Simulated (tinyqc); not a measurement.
Drifting, spreading and decaying minority pulse (Haynes-Shockley), explicit time steps: two steps of the calculation.

Low injection in a uniform field: dn/dt = D d2n/dx2 - v dn/dx - n/tau with D = mu Vt and v = mu F towards +x. Exact solution on an infinite bar for a Gaussian start at x0: n = N0 exp(-t/tau) exp(-(x - x0 - v t)^2/(2 s^2))/sqrt(2 pi s^2), s^2 = s0^2 + 2 D t.

Values chosen for this exercise; mobility close to that of indium phosphide at room temperature: temperature T = 300 K; minority-carrier mobility mu = 203 cm^2/(V s); sweep field along the drift F = 25 V/cm; mesh step hx = 6.7 um; lifetime tau = 2.1e-6 s; time step dt = 3.3e-8 s.

Constants: q = 1.602176634e-19 C, kB = 1.380649e-23 J/K, Vt = kB T/q. Results are converted to the units shown.

Task 1. Coefficients of the scheme. Exponentially fitted fluxes: d = F hx/Vt, B(d) = d/(exp(d) - 1), k = D dt/hx^2; (L n)_i = a n_(i-1) + b n_i + c n_(i+1) with a = k B(-d), c = k B(d), b = -a - c - dt/tau. Explicit steps keep n positive for dt up to 1/[(D/hx^2)(B(d) + B(-d)) + 1/tau].

Give: D; v; d; a; b; c; positivity limit of dt.

Result 1.

D = 5.248 cm^2/s
v = 5075 cm/s
d = 0.6479
a = 0.5242
b = -0.8141
c = 0.2742
positivity limit of dt = 4.054e-8 s

Task 2. Densities after a time step. (L n)_i = a n_(i-1) + b n_i + c n_(i+1), n = 0 beyond the ends. Explicit step: n(new) = n + L n.

a = 0.52417730
b = -0.81410620
c = 0.27421461
n at t = 1 dt, node 1 to 13 (in units of 1e14 cm^-3): 0.2076385  0.6684953  1.3210499  1.8207655  1.7483290  1.0664447  0.3779466  0.0740282  0.0078307  0.0004427  0.0000133  0.0000002  0.0000000

Wanted: n at t = 2 dt.

Result 2.

n at t = 2 dt, node 1 to 13 (in units of 1e14 cm^-3): 0.222  0.595  1.095  1.510  1.572  1.218  0.650  0.214  0.040  0.004  0.000  0.000  0.000

Program tinyqc, `OMP_NUM_THREADS=1 python tinyqc.py 2310135 2310136 out.jsonl`; Intel Xeon 2.30GHz, shared host, one thread, about 0.01 s.
